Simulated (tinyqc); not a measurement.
Mobility limited by charged threading dislocations: one step, computed by the program tinyqc. Command: `OMP_NUM_THREADS=1 python tinyqc.py 3029588 3029589 out.jsonl disl walk`. One thread of a shared host (Intel(R) Xeon(R) Processor @ 2.30GHz), about 0.01 s of CPU time with the checks.

Parallel lines trap electrons, one site every c, and the current flows across them. Donors are taken as fully ionised and statistics as non-degenerate; SI units, mass times m_0.

Question. Line charge and screening. Filling f solves f = min(f_0, f*), where f* makes the line potential equal the available energy: (e^2 f/(4 pi eps eps_0 c)) (2 ln(R/r_0) - 1) = E_t - k_B T ln(N_c/N), R = sqrt(f/(pi c N)) the Read radius, r_0 = c/f, N_c = 2 (m k_B T/(2 pi hbar^2))^(3/2). Free electrons n = N - f N_dis/c; screening length lambda = sqrt(eps eps_0 k_B T/(e^2 n)).

Inputs (values chosen for the exercise, modelled on germanium on silicon):
```
quantity,value,unit
effective mass m,0.12,m_0
permittivity eps,16,-
site spacing c along the line,4,angstrom
largest filling f_0,0.5,-
acceptor level E_t below the band edge,0.16,eV
dislocation density N_dis,7.2e+08,1/cm^2
donor density N,3.4e+16,1/cm^3
temperature T,350,K
```

Band: parabolic. Filling of the line: limited by its own charge.

Constants: m_0 = 9.1093837015e-31 kg; k_B = 1.380649e-23 J/K; hbar = 1.054571817e-34 J s; e^2/(4 pi eps_0) = 14.39964548 eV angstrom; k_B = 8.617333262e-05 eV/K; eps_0 = 8.8541878128e-12 F/m; e = 1.602176634e-19 C.

Give: filling f; Read radius R; free electrons n; screening length lambda; share of electrons trapped.

Answer.

filling f = 0.07286

Read radius R = 41.30 nm

free electrons n = 3.269e+16 1/cm^3

screening length lambda = 28.56 nm

share of electrons trapped = 3.857 %

The charge of the line limits its filling below f_0. The depleted cylinders cover 3.9 % of the area; the mean distance between lines is 373 nm.
